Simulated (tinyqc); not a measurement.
One level coupled to a phonon between two leads, self-consistent Born approximation: one step of the calculation.

Wide-band leads with mu_L = +V/2 and mu_R = -V/2; phonons in equilibrium, Nq = 1/(exp(w0/kB T) - 1). Scattering links only energies that differ by w0, so a ladder E_k = E1 + k w0 closes on itself; terms that reach past its ends are dropped. Gn and Gp are the electron and hole parts of the spectral function A = Gn + Gp.

Task. The ladder and the first Green functions. |G|^2 = 1/[(E - ed)^2 + (GL + GR + Sin + Sout)^2/4], Gn = |G|^2 (GL fL + GR fR + Sin), Gp = |G|^2 (GL (1 - fL) + GR (1 - fR) + Sout), f = 1/(1 + exp((E - mu)/kB T)). On a single ladder the real part of the phonon self-energy, which needs all energies, is left out. At the start Sin = Sout = 0.

Parameters, values chosen for the exercise:
```
symbol,value,unit,meaning
T,150,K,temperature of leads and phonons
w0,50,meV,phonon energy
ed,-48,meV,level
GL,39,meV,coupling to the left lead
GR,15,meV,coupling to the right lead
V,146,mV,bias
nr,6,,rungs of the ladder shown
E1,-85,meV,lowest rung
```

Constants: q = 1.602176634e-19 C, kB = 1.380649e-23 J/K, Vt = kB T/q. Results are converted to the units shown.

Give: E; fL; fR; Gn; Gp; Nq.

Result.

E, rung 0 to 5 (meV): [-85, -35, 15, 65, 115, 165]
fL, rung 0 to 5: [1.000, 0.9998, 0.9889, 0.6500, 0.03735, 8.102e-4]
fR, rung 0 to 5: [0.7167, 0.05022, 0.001104, 2.309e-5, 4.825e-7, 1.008e-8]
Gn, rung 0 to 5 (1/meV): [0.02371, 0.04426, 0.008213, 0.001878, 5.337e-5, 6.854e-7]
Gp, rung 0 to 5 (1/meV): [0.002025, 0.01588, 0.003282, 0.002123, 0.001925, 0.001171]
Nq = 0.02134

Range of the model: The self-consistent Born approximation keeps only non-crossing phonon lines and no Hartree shift; it is rough once the coupling nears the phonon energy.

Numbers from tinyqc (`OMP_NUM_THREADS=1 python tinyqc.py 2720004 2720005 out.jsonl`; about 0.04 s on one thread of a shared Intel Xeon 2.30GHz).
